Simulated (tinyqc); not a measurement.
# Random telegraph noise from one oxide trap in a small MOSFET: effects of single changes

An acceptor-like trap exchanges electrons with the channel. Inversion charge Q = Cox u, u = n Vt W0(exp((Vg - VT)/(n Vt))), W0 the Lambert function, n = nf, Cox = eps0 eox/tox; linear regime Id = (W/L) mu Q Vd. Relative to threshold the surface potential rises by Vt ln(u/u0) and the oxide voltage by the rest of Vg - VT, with u0 = n Vt W0(1).

Values chosen for this exercise; values of the order met in silicon transistors: temperature T = 200 K; relative permittivity of the gate insulator (close to silicon nitride) eox = 7.6; insulator thickness tox = 5.1 nm; depth of the trap from the channel interface xt = 1.6 nm; trap level above the channel Fermi level at threshold E0 = 0.27 eV; capture prefactor s0 = 7e-16 cm^2; capture barrier (lattice relaxation) EB = 0.24 eV; tunnelling decay length lt = 0.18 nm; thermal velocity vth = 1.6e7 cm/s; thickness of the inversion layer zi = 2.2 nm; threshold voltage VT = 0.3 V; body factor nf = 1.36; gate width W = 95 nm; gate length L = 55 nm; mobility mu = 150 cm^2/(V s); scattering coefficient of the charged trap asc = 3.2e-16 V s; drain voltage Vd = 0.1 V; gate voltage Vg = 1.08 V.

Constants: q = 1.602176634e-19 C, kB = 1.380649e-23 J/K, Vt = kB T/q, eps0 = 8.8541878128e-14 F/cm where lengths are in cm. Results are converted to the units shown.

Each table varies one quantity; the others keep the values above.

## Time constants and noise against gate voltage

N = Cox u/q; dpsi = Vt ln(u/u0); E = E0 - dpsi - (xt/tox)(Vg - VT - dpsi); capture time tc = 1/[(N/zi) vth s0 exp(-xt/lt - EB/Vt)]; emission time te = tc exp(-E/Vt); occupancy te/(tc + te). A = W L; threshold step dV = q (1 - xt/tox)/(Cox A); gm/Id = 1/(u + n Vt); relative step dI/I = (gm/Id) dV + asc mu/A. fc = (1/tc + 1/te)/(2 pi); rms = (dI/I) sqrt(tc te)/(tc + te).

Results:
```
Vg (V),E (eV),tc (s),te (s),occupancy,dI/I (%),fc (Hz),rms dI/I (%)
0.77,0.082188,0.047865,4.0642e-4,0.0084196,0.46560,394.93,0.042542
0.83,0.061803,0.041946,0.0011623,0.026963,0.42162,140.72,0.068292
0.89,0.041593,0.037305,0.0033395,0.082163,0.38672,51.925,0.10620
0.95,0.021522,0.033573,0.0096305,0.22291,0.35838,21.267,0.14916
1.01,0.0015666,0.030508,0.027857,0.47729,0.33492,10.930,0.16729
1.07,-0.018293,0.027949,0.080786,0.74296,0.31520,7.6646,0.13774
1.19,-0.057782,0.023919,0.68358,0.96619,0.28391,6.8866,0.051313
1.25,-0.077431,0.022306,1.9935,0.98893,0.27130,7.2148,0.028381
```

Estimate the missing row, Vg = 1.13 V.

Computed row:
```
Vg (V),E (eV),tc (s),te (s),occupancy,dI/I (%),fc (Hz),rms dI/I (%)
1.13,-0.038072,0.025780,0.23478,0.90106,0.29839,6.8515,0.089095
```

With this row back in the table: tc falls from 0.0479 to 0.0223 s as the channel fills and te rises from 4.06e-4 to 1.99 s; they are equal at Vg = 1.01 V, where E = 0. The rms noise goes from 0.0425 through a maximum of 0.167 (at Vg = 1.01 V among the rows listed) to 0.0284 %. The slope -Vt d ln(tc/te)/dVg is 0.340 between the first two rows and 0.327 between the last two; it tends to xt/tox = 0.314 only when the surface potential stops moving.

## Effect of the depth of the trap from the channel interface

Same model as above.

Results:
```
xt (nm),E (eV),tc (s),te (s),occupancy,dI/I (%),fc (Hz),rms dI/I (%)
0.26,0.16539,1.6115e-5,1.0952e-9,6.7954e-5,0.39657,1.4533e8,0.0032690
0.77,0.094227,2.7400e-4,1.1570e-6,0.0042050,0.36446,1.3814e5,0.023584
1.79,-0.048108,0.079204,1.2913,0.94221,0.30025,2.1327,0.070063
2.29,-0.11788,1.2739,1190.1,0.99893,0.26877,0.12507,0.0087839
2.8,-0.18905,21.658,1.2573e6,0.99998,0.23666,0.0073487,9.8225e-4
3.31,-0.26022,368.23,1.3282e9,1.0000,0.20456,4.3221e-4,1.0771e-4
```

Estimate the missing row, xt = 1.27 nm.

Computed row:
```
xt (nm),E (eV),tc (s),te (s),occupancy,dI/I (%),fc (Hz),rms dI/I (%)
1.27,0.024455,0.0044067,0.0010663,0.19483,0.33299,185.37,0.13189
```

With this row back in the table: As xt goes from 0.26 to 3.31, tc rises from 1.61e-5 to 368 s, te rises from 1.10e-9 to 1.33e9 s and dI/I falls from 0.397 to 0.205 %. tc grows a decade every lt ln 10 = 0.414 nm of depth; traps spread evenly in depth therefore give corner frequencies spread evenly on a log scale, whose sum is 1/f noise if the traps contribute equal variances.

Range of the model: VT is taken as given; short-channel effects and the uneven flow of current among few electrons are left out.

Program tinyqc, `OMP_NUM_THREADS=1 python tinyqc.py 2710112 2710113 out.jsonl`; Intel Xeon 2.30GHz, shared host, one thread, about 0.01 s.
